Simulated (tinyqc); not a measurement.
Inside a calculation. Model: admittance spectroscopy and thermally stimulated current of one trap level in a depletion layer. Computed by tinyqc, a small Python program that keeps every step. Command: `OMP_NUM_THREADS=1 python tinyqc.py 3112180 3112181 out.jsonl admit walk`. One thread of a shared host (Intel(R) Xeon(R) Processor @ 2.30GHz), about 0.01 s of CPU time with the checks. Intermediate numbers are printed to about 5 digits and carried at full precision; extremes and crossings named in words are read from the listed rows.

A Schottky junction on n-type material holds one donor-like electron trap; shallow donors are fully ionised and abrupt depletion edges are assumed.

Inputs (values chosen for the exercise, modelled on n-type 4H-SiC):
```
quantity                         value    unit
dielectric constant eps           9.75       -
density-of-states mass m         0.781     m_0
shallow doping N                 1e+15  1/cm^3
trap density N_t               2.4e+14  1/cm^3
trap depth E_t below the band    0.444      eV
capture cross section sigma      5e-17    cm^2
band bending V_b                   1.7       V
test frequency f                 20000      Hz
heating rate beta                 0.97     K/s
```

Constants: k_B = 1.380649e-23 J/K; m_0 = 9.1093837015e-31 kg; h = 6.62607015e-34 J s; k_B = 8.617333262e-05 eV/K; eps_0 = 8.8541878128e-12 F/m; e = 1.602176634e-19 C.

## Temperature of the peak

N_c = 2 (2 pi m k_B T/h^2)^(3/2), v_th = sqrt(3 k_B T/m), emission rate e_n = sigma v_th N_c exp(-E_t/(k_B T)). Where the level crosses the Fermi level capture equals emission, so the trap follows the signal with the rate 2 e_n; G/omega peaks at omega = 2 e_n (the correction for large N_t/N is left out). Solve 2 e_n(T_p) = 2 pi f.

peak temperature T_p = 405.25 K

N_c at T_p = 2.7193e+19 1/cm^3

e_n at T_p = 62832 1/s

E_c - E_F = k_B T_p ln(N_c/N) = 0.35658 eV

## The capacitance step

With E_c - E_F = k_B T_p ln(N_c/N): lambda = sqrt(2 eps eps_0 (E_t - (E_c - E_F))/(e^2 N)); traps are empty and charged for x < x_t = w - lambda, and V_b = e (N w^2 + N_t x_t^2)/(2 eps eps_0). High frequency: C_hf = eps eps_0/w. Low frequency: C_lf = eps eps_0 (N + N_t)/(N w + N_t x_t).

lambda = 306.93 nm

depletion width w = 1268.8 nm

crossing point x_t = 961.89 nm

C_hf = 6.8038 nF/cm^2

C_lf = 7.1380 nF/cm^2

step (C_lf - C_hf)/C_hf = 0.049120

small-N_t estimate (N_t/N)(lambda/w) = 0.058057

Reading N_t/N straight from the step would give 0.0491 against the true 0.240: the factor lambda/w must be known.

## Scan in temperature at fixed frequency

With x = omega/(2 e_n): C = C_hf + (C_lf - C_hf)/(1 + x^2), G/omega = (C_lf - C_hf) x/(1 + x^2); C_hf and C_lf are held at their values at T_p.

Admittance:
```
T (K)  omega/(2 e_n)  C (nF/cm^2)  G/omega (nF/cm^2)
356.6         7.3188       6.8099            0.04483
372.8         3.5741       6.8280            0.08672
385.0         2.1627       6.8626            0.12731
397.1         1.3521       6.9219            0.15977
405.3         0.9983       6.9712            0.16710
413.4         0.7480       7.0181            0.16030
425.5         0.4953       7.0721            0.13293
441.7         0.2948       7.1113            0.09065
462.0         0.1614       7.1295            0.05258
```

The peak of G/omega is half the step, 0.167 nF/cm^2. Its full width is near 2 ln(2 + sqrt3) k_B T_p^2/(E_t + 2 k_B T_p) = 72.5 K.

## Arrhenius plot

T_p for 0.1, 0.3, 1, 3 and 10 f; least-squares lines of ln(e_n/T^2) and of ln(e_n) against 1/(k_B T), e_n = pi f; sigma = exp(intercept)/(v_th N_c/T^2).

Peaks:
```
f (Hz)  T_p (K)  1/(k_B T) (1/eV)  ln(e_n/T^2)  ln(e_n)
2000     349.95            33.160      -2.9700    8.746
6000     374.45            30.991      -2.0067    9.844
20000    405.25            28.635      -0.9608   11.048
60000    437.77            26.509      -0.0165   12.147
200000   479.40            24.206       1.0057   13.351
```

depth from e_n/T^2 = 0.444 eV

cross section from the intercept = 5.00e-17 cm^2

depth without the T^2 = 0.51419 eV

Leaving out T^2 adds 70 meV, near 2 k_B T_p = 70 meV.

## Thermally stimulated current

Thermally stimulated current without retrapping: filled share n(T) = exp(-(1/beta) int e_n dT), current proportional to e_n n; the peak obeys beta (E_t/(k_B T^2) + 2/T) = e_n(T). The integral starts at 0.5 T_m and uses 4000 trapezoid steps to 1.2 T_m. Chen's first-order estimate from the full width W = T_2 - T_1 between the half-height points: E = 2.52 k_B T_m^2/W - 2 k_B T_m.

peak temperature T_m = 209.92 K

lower half-height T_1 = 199.21 K

upper half-height T_2 = 217.66 K

filled share at T_m = 0.39287

E_t/(k_B T_m) = 24.545

symmetry factor (T_2 - T_m)/(T_2 - T_1) = 0.41973

depth by Chen's formula = 0.48263 eV

The slow ramp empties the trap at 210 K, far below the admittance peak at 405 K, since the rate asked for is 0.12 per second instead of 63000. Chen's formula, made for a constant prefactor, gives 39 meV more than E_t.

Checks made by the program: C_lf against dQ/dV by differences (relative difference below 1e-10); depth recovered (relative difference below 1e-10); peak of the integrated curve (relative difference 2e-05).
